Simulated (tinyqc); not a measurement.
Adsorption as a lattice gas: isotherms with interactions, competition, desorption peaks and saturation dose: one step, computed by the program tinyqc. Command: `OMP_NUM_THREADS=1 python tinyqc.py 3007990 3007991 out.jsonl adsorb walk`. One thread of a shared host (Intel(R) Xeon(R) Processor @ 2.30GHz), about 0.1 s of CPU time with the checks.

One adsorbate per site; a molecule needs 2 empty sites. Gas and surface have the same temperature.

Task: Desorption peak without interaction. The peak obeys E/(k_B T_p^2) = (nu theta_0/beta) exp(-E/(k_B T_p)) if theta at the peak is theta_0/2. Redhead's shortcut, with the constant 3.46 (3.64 is also in use), reads E back as k_B T_p [ln(nu' T_p/beta) - 3.46], nu' = nu theta_0.

Inputs (values chosen for the exercise, for a model surface): desorption energy E = 2.04 eV; prefactor nu = 1e+12 1/s; heating rate beta = 0.8 K/s; initial coverage theta_0 = 0.45.

Adsorption: dissociative (second order).

Constants: k_B = 8.617333262e-05 eV/K.

Give: peak temperature T_p; E by Redhead's shortcut.

Result:

peak temperature T_p = 781.16 K

E by Redhead's shortcut = 2.0367 eV

The shortcut misses by -0.16 %, since 3.46 stands for ln(E/(k_B T_p)) = 3.41. A prefactor wrong by a factor 100 would shift E by 0.310 eV.
